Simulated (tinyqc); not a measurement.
Inside a calculation: three-level Kane dispersion of a narrow-gap semiconductor. Values are carried at full precision from step to step, so a last printed digit may differ when a step is redone from the rounded ones.

Zero of energy at Gamma8, c = hbar^2/2m0, P^2 = Ep c. The free-electron term and remote bands are left out, so the heavy holes are flat at E = 0 and the other three bands obey E (E - Eg)(E + Dso) = P^2 k^2 (E + 2 Dso/3). The conduction band is the highest root; its edge is Ec = max(Eg, 0).

Constants: hbar^2/2m0 = 3.80998211 eV angstrom^2; hbar = 6.58211957e-16 eV s; e^2/(4 pi eps0) = 14.39964547 eV angstrom; muB = 5.788381798e-05 eV/T.

Parameters, chosen for this exercise (near those of InSb; shifted at random, so the results belong to these values and not to a real crystal):
```
symbol  value    unit        meaning
Eg      0.244    eV          E(Gamma6) - E(Gamma8)
Dso     0.77     eV          spin-orbit splitting
Ep      23.7     eV          Kane energy
k       0.012    1/angstrom  wave vector
n       1.6e+17  cm^-3       electron density
eps     15.6                 high-frequency dielectric constant
B       1.7      T           magnetic field
```

## The three bands at one k

Expand the equation into E^3 + a2 E^2 + a1 E + a0 = 0 and give its roots; compare with the two-level form (Dso to infinity) E = Eg/2 +/- sqrt(Eg^2/4 + (2/3) P^2 k^2).

P^2 k^2 = 0.013003 eV^2

a2, a1, a0: 0.526000  -0.200883  -0.006675

roots (eV): -0.7743  -0.0309  0.2792

two-level form (eV): -0.0315  0.2755

The two-level form misses the highest root by -3.7 meV. The order is normal: Gamma6 forms the conduction band.

## Mass at the edge and limiting velocity

m0* = Eg (Eg + Dso)/(Ep (Eg + 2 Dso/3)). In the two-level form the velocity tends to v = sqrt(2/3) P/hbar, and |Eg| = 2 m v^2 with m = 3 |Eg|/(2 Ep), as for a relativistic particle. 1 angstrom = 1e-10 m.

m0* = 0.01378 m0
P = 9.5025 eV angstrom
v = 1.179e+06 m/s
k at which the linear part sets in, |Eg|/(2 hbar v) = 0.01572 1/angstrom

## Fermi level and mass at a given density

Degenerate electrons at T = 0: kF = (3 pi^2 n)^(1/3), 1 cm^-3 = 1e-24 angstrom^-3; EF is the highest root at kF. The momentum (cyclotron, optical) mass is m(E) = hbar^2 k/(dE/dk) = c d(k^2)/dE with d(k^2)/dE = k^2 [1/E + 1/(E - Eg) + 1/(E + Dso) - 1/(E + 2 Dso/3)]; the density of states is k d(k^2)/dE/(2 pi^2).

Edge mass m0* = Eg (Eg + Dso)/(Ep (Eg + 2 Dso/3)).

Compare EF - Ec with the parabolic value c kF^2/m0*.

kF = 0.01680 1/angstrom
EF - Ec = 0.0632 eV
parabolic value = 0.0780 eV
m(EF) = 0.02020 m0
m(EF)/m0* = 1.466
density of states at EF = 4.511e+18 1/(eV cm^3)

The parabola overstates EF - Ec by a factor of 1.23; (EF - Ec)/|Eg| = 0.26, and the two-level rule 1 + 2 (EF - Ec)/|Eg| = 1.518 estimates the mass ratio.

## Plasma and cyclotron energies

hbar wp = sqrt(8 pi c (e^2/4 pi eps0) n/(eps m)), hbar wc = 2 muB B/m (classical limit), with m = m(EF) and, for comparison, the edge mass; n in angstrom^-3.

hbar wp with m(EF), with m0* (meV): 26.46  32.03

hbar wc with m(EF), with m0* (meV): 9.74  14.28

hbar wc is not small against EF - Ec = 63.2 meV, so fewer than ten Landau levels are filled and the classical value is only a guide.

## Checks

- Roots of the cubic against the 8 x 8 Kane matrix without remote terms: they agree to 1e-10 or better.
- m(E) near the edge against m0*: both 0.01378.

tinyqc: `OMP_NUM_THREADS=1 python tinyqc.py 1081058 1081059 out.jsonl`; about 0.01 s, one thread, shared Intel(R) Xeon(R) Processor @ 2.30GHz.
